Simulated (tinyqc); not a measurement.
Chemical trend: level against potential: deep trap from a strong local potential in a two-band host (Koster-Slater model with semi-elliptic bands). Computed by tinyqc, a small Python program. Command: `OMP_NUM_THREADS=1 python tinyqc.py 3021838 3021839 out.jsonl deeptrap walk`. One thread of a shared host (Intel(R) Xeon(R) Processor @ 2.30GHz), about 0.04 s of CPU time with the checks.

The valence band spans -2 W_v to 0 and the conduction band E_g to E_g + 2 W_c. The orbital at the impurity site has weight f_v in the valence band and 1 - f_v in the conduction band, each spread as a semi-ellipse (2/(pi W^2)) sqrt(W^2 - x^2) about the band centre. The impurity adds U to this orbital. Spin is left out.

Inputs (values chosen for the exercise, with a gap close to that of GaP):
```
quantity                                value  unit
gap E_g                                  2.26    eV
half-width of the valence band W_v        3.1    eV
half-width of the conduction band W_c     5.7    eV
valence weight f_v of the site orbital   0.59     -
```

Impurity: repulsive, acceptor-like.

Method:
- In the gap G(E) = f_v (2/W_v^2)[x - sqrt(x^2 - W_v^2)] - (1 - f_v)(2/W_c^2)[y - sqrt(y^2 - W_c^2)], x = E + W_v, y = E_g + W_c - E.
- G falls across the gap from G(0) to G(E_g). A repulsive U binds if U > 1/G(0), an attractive one if U < 1/G(E_g); the vacancy level (U infinite) solves G(E) = 0 (bisection).
- The trap level solves G(E) = 1/U (bisection). With D = -dG/dE = D_v + D_c, D_v = f_v (2/W_v^2)[x/sqrt(x^2 - W_v^2) - 1] and D_c = (1 - f_v)(2/W_c^2)[y/sqrt(y^2 - W_c^2) - 1], the weight on the impurity orbital is 1/(U^2 D) and the conduction-band character is D_c/D.
- U is 1.05, 1.2, 1.5, 2, 3, 5, 10 and 30 times the threshold, rounded to three digits; the largest values are formal and only show the vacancy limit.

repulsive threshold = 3.12522 eV

vacancy level = 2.19124 eV

Trend:
```
U (eV)  E_t (eV)  weight on the impurity  conduction character  E_t - vacancy level (eV)
3.28      0.0025                 0.03173               0.00373                   -2.1887
3.75      0.0348                 0.09952               0.01552                   -2.1564
4.69      0.1626                 0.16072               0.04153                   -2.0287
6.25      0.4318                 0.17428               0.09121                   -1.7595
9.38      0.9125                 0.12874               0.20024                   -1.2787
15.60     1.4598                 0.05714               0.37915                   -0.7315
31.30     1.8912                 0.01242               0.58765                   -0.3000
93.80     2.1141                 0.00096               0.74719                   -0.0772
```

dE_t/dU equals the weight on the impurity, which peaks at 0.174 (U = 6.25 eV) and falls to 9.6e-4 in the last row, so beyond the peak each further eV of potential moves the level less. The level nears the vacancy level, 2.191 eV, as 1/U: it is 0.300 eV away at 10 times the threshold and 0.077 eV at 30 times, and the state is then host-like.

Extremes, crossings and ranges named in words are read from the listed rows.
